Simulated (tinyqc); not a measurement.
What each parameter does: band-to-band tunnelling across a p-n junction in a two-band chain.

Sites alternate A at -Eg/2 and C at +Eg/2 with hopping -t; near the edges, with k counted from the zone boundary pi/a, E^2 = (Eg/2)^2 + (t a k)^2, so t = sqrt(c Eg/m)/a gives the mass m, c = hbar^2/2m0. In the gap cosh(q a) = 1 + (Eg^2/4 - e^2)/(2 t^2), e the energy from the local mid-gap. The potential is V0 = Eg + ov on the p side (left), 0 on the n side, and falls linearly over the 2N sites of the junction, V_j = V0 (1 - j/(2N + 1)), j = 1 to 2N, site 1 being A. E = Eg/2 + x ov. A half chain that ends on a site of level e1 with neighbour e2 has g = (1 + z)/(E - e1), z = exp(-/+ i k a) the root with Im g < 0, cos(k a) = (E - e1)(E - e2)/(2 t^2) - 1. S_L = t^2 g (ending on C, shifted by V0), S_R = t^2 g (starting on A). T = 4 Im(S_L) Im(S_R) |G_(1,2N)|^2.

Constants: hbar^2/2m0 = 3.80998211 eV angstrom^2.

Inputs chosen for the exercise (gap and mass near those of InGaAs; the results hold for these values, not for the real material): Eg = 0.728 eV (gap); m = 0.0441 m0 (mass of electron and light hole); a = 6 angstrom (period (two sites)); ov = 0.22 eV (overlap: top of the valence band on the p side above the conduction edge on the n side); Nw = 15 (periods in the junction); x = 0.65 (energy above the n-side conduction edge, as a share of ov).

N = Nw; WKB exponent 2 I/F with I = pi Eg^2/(8 t a), F = V0/((2N + 1) a/2). Each row changes one parameter from the base and keeps the others.

Results:
```
case              F (MV/cm)  exponent  log10 T of the chain
base                 1.0194    5.1490               -2.0163
Eg = 0.8008 eV       1.0976    5.5167               -2.1660
m = 0.04851 m0       1.0194    5.4003               -2.1264
ov = 0.27 eV         1.0731    4.8910               -1.9323
Nw = 18              0.8541    6.1455               -2.4564
x = 0.38             1.0194    5.1490               -2.0114
a = 6.5 angstrom     0.9409    5.5780               -2.2045
```

The largest shifts from the base row, up to three for each result and ties (the steps differ in size, so this ranks the rows, not the parameters). F (MV/cm): Nw -0.1653, a -0.0784, Eg +0.0783; unchanged at the printed digits by m and x. exponent: Nw +0.9966, a +0.4291, Eg +0.3677; unchanged at the printed digits by x. log10 T of the chain: Nw -0.4401, a -0.1882, Eg -0.1497.

Computed by tinyqc, a small Python program: `OMP_NUM_THREADS=1 python tinyqc.py 1481993 1481994 out.jsonl` (the numbers bound the seed that draws the inputs); one thread of a shared host (Intel(R) Xeon(R) Processor @ 2.30GHz), about 0.01 s for the whole set of steps.
